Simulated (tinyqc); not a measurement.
# Changing the frequency f

Model: oxide trap near a transistor channel: two-state multiphonon kinetics, telegraph noise and bias instability. Computed by tinyqc, a small Python program. Command: `OMP_NUM_THREADS=1 python tinyqc.py 3023452 3023453 out.jsonl oxidetrap sweep`. One thread of a shared host (Intel(R) Xeon(R) Processor @ 2.30GHz), about 0.01 s of CPU time with the checks.

An n-channel device under positive gate bias. The trap is empty (state 1) or holds an electron (state 2); both states are parabolas of equal curvature, and the electron reservoir is taken at the Fermi level of the channel.

Inputs (values chosen for the exercise, with an insulator like SiO2 on silicon):
```
quantity,value,unit
insulator constant eps_ox,3.9,-
insulator thickness t_ox,7.5,nm
trap depth x from the interface,1.1,nm
tunnel barrier phi_b,3.11,eV
tunnelling mass m_ox,0.45,m_0
trap level above E_F at zero field E_t,0.62,eV
relaxation energy E_R,2.2,eV
oxide field F,4.5,MV/cm
attempt rate k_0 at the interface,3e+11,1/s
temperature T,300,K
channel width W,28,nm
channel length L,74,nm
```

Parts treated: one trap.

Constants: hbar^2/(2 m_0) = 3.80998212 eV angstrom^2; k_B = 8.617333262e-05 eV/K; e = 1.602176634e-19 C; eps_0 = 8.8541878128e-12 F/m.

Method:
- kappa = sqrt(2 m_ox phi_b)/hbar = sqrt(m_ox phi_b/(hbar^2/2m_0)); attenuation length lambda = 1/(2 kappa); factor exp(-x/lambda) for a rectangular barrier.
- E_21 = E_t - e F x is the energy of state 2 over state 1; barriers E_c = (E_R + E_21)^2/(4 E_R), E_e = E_c - E_21; tau_c = exp(E_c/k_B T)/(k_0 P), tau_e = exp(E_e/k_B T)/(k_0 P), P the tunnelling factor; occupation f_2 = tau_e/(tau_c + tau_e); 1/tau_0 = 1/tau_c + 1/tau_e.
- Charge-sheet step dV = e (t_ox - x)/(eps_ox eps_0 W L); Lorentzian spectrum S(f) = 4 dV^2 tau_0^2/((tau_c + tau_e)(1 + (2 pi f tau_0)^2)); corner 1/(2 pi tau_0); variance dV^2 f_2 (1 - f_2) = dV^2 tau_0/(tau_c + tau_e).

One run for each value:
```
frequency f (Hz),S(f) (V^2/Hz),corner frequency (Hz)
1.00e-02,4.796e-06,4.701e-04
1.00e-01,4.807e-08,4.701e-04
1.00e+00,4.807e-10,4.701e-04
1.00e+01,4.807e-12,4.701e-04
1.00e+02,4.807e-14,4.701e-04
1.00e+03,4.807e-16,4.701e-04
1.00e+04,4.807e-18,4.701e-04
1.00e+05,4.807e-20,4.701e-04
1.00e+06,4.807e-22,4.701e-04
```

Describe and explain the trends.

Over the rows, S(f) (V^2/Hz) falls from 4.80e-6 to 4.81e-22 (exponent d ln y / d ln x about -2.0 throughout). The exponent of S(f) stays at -2: the tail of a Lorentzian.
